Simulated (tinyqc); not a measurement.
Inside a calculation: carrier statistics of a doped semiconductor with parabolic bands. Values are carried at full precision from step to step, so a last printed digit may differ when a step is redone from the rounded ones.

Constants: kB = 8.617333262e-05 eV/K; hbar^2/2m0 = 3.80998211 eV angstrom^2.

Parameters, chosen for this exercise (near those of GaSb; shifted at random, so the results belong to these values and not to a real crystal):
- Eg0 = 0.8141 eV (gap at 0 K)
- al = 0.000439 eV/K (Varshni alpha)
- be = 135 K (Varshni beta)
- T = 350 K
- ml = 0.0375 m0 (longitudinal electron mass)
- mt = 0.0375 m0 (transverse electron mass)
- Mv = 1 (equivalent valleys)
- mhh = 0.42 m0 (heavy-hole mass)
- mlh = 0.0495 m0 (light-hole mass)
- ND = 1.4e+15 1/cm^3 (donors)
- NA = 8.2e+16 1/cm^3 (acceptors)
- ED = 0.00294 eV (donor level below Ec)
- EA = 0.0132 eV (acceptor level above Ev)

## Gap and thermal energy

Eg(T) = Eg0 - al T^2/(T + be) (Varshni).

Eg = 0.70322 eV
kT = 0.030161 eV

The gap has shrunk by 110.9 meV from 0 K and is 23.3 kT wide.

## Effective densities of states

m_de = Mv^(2/3) (ml mt^2)^(1/3); m_dh = (mhh^(3/2) + mlh^(3/2))^(2/3); N = 2 (m kB T/(4 pi c))^(3/2) with c = hbar^2/2m0, in 1/angstrom^3; times 1e24 for 1/cm^3.

m_de = 0.0375 m0
m_dh = 0.4313 m0
Nc = 2.2964e+17 1/cm^3
Nv = 8.9555e+18 1/cm^3

The light holes supply 3.9 % of Nv, and Nc/Nv = 0.0256.

## Intrinsic density and level

With Boltzmann statistics ni = sqrt(Nc Nv) exp(-Eg/2kT) and Ei = Eg/2 + (kT/2) ln(Nv/Nc), counted from Ev.

ni = 1.24e+13 1/cm^3
Ei = 0.4069 eV

Ei lies 55.2 meV above midgap, towards the band with the smaller density of states.

## Neutrality by bisection

Energies are counted from Ev, so Ec = Eg. n = Nc F_1/2((EF - Eg)/kT), p = Nv F_1/2(-EF/kT), ND+ = ND/(1 + 2 exp((EF - Eg + ED)/kT)), NA- = NA/(1 + 4 exp((EA - EF)/kT)); neutrality asks p + ND+ = n + NA-. F_j(eta) = (1/Gamma(j + 1)) integral_0^infinity x^j dx/(1 + exp(x - eta)), which tends to exp(eta) for eta << 0.

Start from the bracket [-0.2 eV, Eg + 0.2 eV]; at the midpoint EF take the sign of p + ND+ - n - NA-; where it is positive EF must rise. Fourteen steps are shown.

Bisection (eV, 1/cm^3):
```
step       low     high       EF         n         p       ND+       NA-  sign
1     -0.20000  0.90322  0.35161  1.99e+12  7.75e+13  1.40e+15  8.20e+16     -
2     -0.20000  0.35161  0.07580  2.12e+08  7.05e+17  1.40e+15  5.46e+16     +
3      0.07580  0.35161  0.21371  2.05e+10  7.49e+15  1.40e+15  8.16e+16     -
4      0.07580  0.21371  0.14476  2.09e+09  7.35e+16  1.40e+15  7.80e+16     -
5      0.07580  0.14476  0.11028  6.65e+08  2.29e+17  1.40e+15  7.07e+16     +
6      0.11028  0.14476  0.12752  1.18e+09  1.30e+17  1.40e+15  7.52e+16     +
7      0.12752  0.14476  0.13614  1.57e+09  9.78e+16  1.40e+15  7.68e+16     +
8      0.13614  0.14476  0.14045  1.81e+09  8.48e+16  1.40e+15  7.74e+16     +
9      0.14045  0.14476  0.14260  1.94e+09  7.90e+16  1.40e+15  7.77e+16     +
10     0.14260  0.14476  0.14368  2.01e+09  7.62e+16  1.40e+15  7.79e+16     -
11     0.14260  0.14368  0.14314  1.98e+09  7.76e+16  1.40e+15  7.78e+16     +
12     0.14314  0.14368  0.14341  2.00e+09  7.69e+16  1.40e+15  7.78e+16     +
13     0.14341  0.14368  0.14354  2.00e+09  7.65e+16  1.40e+15  7.79e+16     +
14     0.14354  0.14368  0.14361  2.01e+09  7.64e+16  1.40e+15  7.79e+16     -
```

Each step halves the bracket, which is 0.135 meV wide at the last row.

## The neutral state

Solve the neutrality condition for EF to convergence.

EF = 0.1436 eV
n = 2.01e+09 1/cm^3
p = 7.65e+16 1/cm^3
ND+ = 1.40e+15 1/cm^3
NA- = 7.79e+16 1/cm^3

The material is p-type; 95.0 % of the acceptors are ionised. EF lies 4.76 kT inside the gap from the valence edge, so Boltzmann statistics would serve; n p/(Nc Nv exp(-Eg/kT)) = 0.997.

## Checks

- F_1/2(1) by the trapezoid rule against adaptive quadrature: both 1.575641.
- Positive against negative charge at the solution (1/cm^3): both 7.78678e+16.

(tinyqc, `OMP_NUM_THREADS=1 python tinyqc.py 1651779 1651780 out.jsonl`, Intel(R) Xeon(R) Processor @ 2.30GHz, 1 thread, shared host, about 0.01 s.)
